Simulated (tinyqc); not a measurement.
# Undoped gate-all-around wire MOSFET, analytic charge model: effects of single changes

An undoped round wire of radius R under an insulator shell and a surrounding gate; long channel, electrons only, n = ni exp((psi - V)/Vt) with V the quasi-Fermi potential (0 at the source, Vd at the drain), constant mobility, no quantisation. The radial Poisson equation gives n(r) = n(0)/(1 - (1 - b) r^2/R^2)^2 with b = Q0/(Q + Q0). Q is the electron charge per area of the wire surface.

Values chosen for this exercise; material values close to those of germanium: temperature T = 300 K; band gap Eg = 0.65 eV; relative permittivity of the semiconductor eps_r = 16; conduction-band density of states at T Nc = 1.04e19 cm^-3; valence-band density of states at T Nv = 5.92e18 cm^-3; relative permittivity of the gate insulator eox = 4; insulator thickness tox = 1.5 nm; wire radius R = 4 nm; gate work function less that of the intrinsic body dphi = -0.03 V; channel mobility mu = 130 cm^2/(V s); gate length L = 0.1 um; drain voltage Vd = 0.8 V.

Constants: q = 1.602176634e-19 C, kB = 1.380649e-23 J/K, Vt = kB T/q, eps0 = 8.8541878128e-14 F/cm where lengths are in cm. Results are converted to the units shown.

Each table varies one quantity; the others keep the values above.

## Effect of the insulator thickness

ni = sqrt(Nc Nv) exp(-Eg/(2 Vt)), Eg in volts; Cox = eps0 eox/(R ln(1 + tox/R)); Q0 = 4 eps0 eps_r Vt/R; V0 = dphi + Vt ln[8 eps0 eps_r Vt/(q ni R^2)]. Q solves Vg - V0 - V = Q/Cox + Vt ln(Q/Q0) + Vt ln(1 + Q/Q0). I = mu (2 pi R/L)[2 Vt (Qs - Qd) + (Qs^2 - Qd^2)/(2 Cox) + Vt Q0 ln((Qd + Q0)/(Qs + Q0))], with Qs at V = 0 and Qd at V = Vd.  I(low) is taken at Vg = 0.05 V, Qs and I(high) at Vg = 0.8 V.

The same in every row: V0 (V) = 0.3047.

Results:
```
tox (nm)  I(low) (nA)  Qs(high) (nC/cm^2)  I(high) (uA)
0.5           0.01626                2896         22.45
0.72          0.01626                2139         17.00
1             0.01626                1637         13.28
1.5           0.01626                1189         9.860
3.1           0.01626               696.1         5.977
4.5           0.01626               542.3         4.725
```

Estimate the missing row, tox = 2.2 nm.

Computed row:
```
tox (nm)  I(low) (nA)  Qs(high) (nC/cm^2)  I(high) (uA)
2.2           0.01626               889.9         7.525
```

With this row back in the table: As tox goes from 0.5 to 4.5 nm, I(low) stays near 0.0163 nA and I(high) falls from 22.4 to 4.72 uA. On average I(low) is independent of tox and I(high) goes as tox^(-0.71). Below threshold no voltage drops over the insulator in this long-channel model, so its thickness does not matter there. In every row the surface density at the source at the higher gate voltage passes 0.3 Nc, where Boltzmann statistics fail. In every row mu V/L at the higher gate voltage, with V the smaller of Vd and Vg - V0, passes 3e6 cm/s, so velocity saturation would lower the current. In every row the body is thin enough for quantum confinement, left out here, to raise the threshold.

## Output curve

Same model as above.

I = mu (2 pi R/L)[2 Vt (Qs - Qd) + (Qs^2 - Qd^2)/(2 Cox) + Vt Q0 ln((Qd + Q0)/(Qs + Q0))], with Qs at V = 0 and Qd at V = Vd.

In this table Vg = 0.6 V.

Results:
```
Vd (V)  Qd (nC/cm^2)      Qd/Qs  I (uA)
0.06          557.46    0.79871  1.2298
0.11          444.18    0.63640  2.0474
0.16          335.64    0.48089  2.6836
0.21          233.85    0.33505  3.1477
0.27          125.84    0.18029  3.4971
0.37          15.685   0.022473  3.6963
0.42          2.8069  0.0040216  3.7089
0.47         0.42217  6.0487e-4  3.7110
```

Estimate the missing row, Vd = 0.32 V.

Computed row:
```
Vd (V)  Qd (nC/cm^2)     Qd/Qs  I (uA)
0.32          56.006  0.080243  3.6423
```

With this row back in the table: The current rises from 1.23 to 3.71 uA, while the charge at the drain end falls from 0.80 to 6.0e-4 of that at the source. The current first comes within 1 % of its last value at Vd = 0.37 V among the rows. Over the last rows Qd falls by a factor of e for each Vt of drain voltage: the drain end is in weak inversion. In every row the surface density at the source passes 0.3 Nc, where Boltzmann statistics fail. For Vd = 0.27 to 0.47 V mu V/L, with V the smaller of Vd and Vg - V0, passes 3e6 cm/s, so velocity saturation would lower the current. In every row the body is thin enough for quantum confinement, left out here, to raise the threshold.

## Effect of the gate work function less that of the intrinsic body

Same model as above.

Effect of the gate work function less that of the intrinsic body:
```
dphi (V)   V0 (V)  I(low) (nA)  Qs(high) (nC/cm^2)  I(high) (uA)
-0.18     0.15472       5.1259              1569.8        16.615
-0.13     0.20472      0.77252              1441.8        14.156
-0.08     0.25472      0.11240              1314.7        11.905
-0.03     0.30472     0.016263              1188.5        9.8602
0.02      0.35472    0.0023513              1063.5        8.0209
0.07      0.40472    3.3990e-4              939.88        6.3847
0.12      0.45472    4.9135e-5              817.90        4.9492
```

What does the comparison show?

As dphi goes from -0.18 to 0.12 V, I(low) falls from 5.13 to 4.91e-5 nA and I(high) falls from 16.6 to 4.95 uA. V0 rises from 0.155 to 0.455 V. In every row the surface density at the source at the higher gate voltage passes 0.3 Nc, where Boltzmann statistics fail. In every row mu V/L at the higher gate voltage, with V the smaller of Vd and Vg - V0, passes 3e6 cm/s, so velocity saturation would lower the current. In every row the body is thin enough for quantum confinement, left out here, to raise the threshold.

Numbers from tinyqc (`OMP_NUM_THREADS=1 python tinyqc.py 2460161 2460162 out.jsonl`; about 0.02 s on one thread of a shared Intel Xeon 2.30GHz).
